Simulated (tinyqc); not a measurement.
Electron continuity equation in a given potential, Scharfetter-Gummel discretisation: error of the current against the mesh.

Steady state in one dimension: J = q mu n E + q D dn/dx with E = -dpsi/dx and D = mu Vt, dJ/dx = q (n/tau - G), fixed densities nL and nR at the ends. The potential is given, psi = 0 for x < L/2 and U (2 x/L - 1) beyond, and is not changed by the electrons.

Fluxes J_i = (q D/h)(n_(i+1) P_i - n_i Q_i), d_i = (psi_(i+1) - psi_i)/Vt: Scharfetter-Gummel P = B(d), Q = B(-d), B(d) = d/(exp(d) - 1); central P = 1 - d/2, Q = 1 + d/2; upwind P = 1 + max(-d, 0), Q = 1 + max(d, 0). Balance at each inner node: J_i - J_(i-1) = q h (n_i/tau - G). The reference is Scharfetter-Gummel on 4000 intervals or more. Errors are those of J on the first interval against the reference at its midpoint; errors under 1e-6 % are printed as 0.

Parameters, values chosen for the exercise; mobility close to that of indium phosphide at room temperature: temperature T = 300 K; electron mobility mu = 4970 cm^2/(V s); length of the region L = 0.71 um; density at x = 0 nL = 2.6e13 cm^-3; density at x = L nR = 2.6e14 cm^-3; lifetime tau = 4.3e-11 s; uniform generation rate G = 0 cm^-3 s^-1; potential difference psi(L) - psi(0) U = -0.35 V.

Constants: q = 1.602176634e-19 C, kB = 1.380649e-23 J/K, Vt = kB T/q. Results are converted to the units shown.

Error of the current against the mesh:

| N | largest \|d\| | reference J (A/cm^2) | SG error (%) | central error (%) | upwind error (%) |
|---|---|---|---|---|---|
| 5 | 5.415 | 1780 | 0.665 | 6.10 | -7.39 |
| 10 | 2.708 | 1774 | -0.812 | -0.0197 | -3.33 |
| 20 | 1.354 | 1772 | -0.219 | -0.0253 | -1.11 |
| 40 | 0.6769 | 1772 | -0.0560 | -6.04e-3 | -0.480 |
| 80 | 0.3385 | 1771 | -0.0141 | -1.48e-3 | -0.230 |
| 160 | 0.1692 | 1771 | -3.52e-3 | -3.65e-4 | -0.113 |

From N = 80 to 160 the error shrinks by 4.0 (Scharfetter-Gummel), 4.1 (central), 2.0 (upwind); 4 marks second order and 2 first order. At N = 5 the errors are 0.66, 6.1 and -7.4 %. The central densities go negative for N = 10, so its current there is not to be trusted, whatever its error.

Range of the model: The drift velocity mu E exceeds 1e7 cm/s somewhere, where real mobilities no longer stay constant.

tinyqc, about 0.01 s, one thread, Intel Xeon 2.30GHz (shared host): `OMP_NUM_THREADS=1 python tinyqc.py 2220021 2220022 out.jsonl`
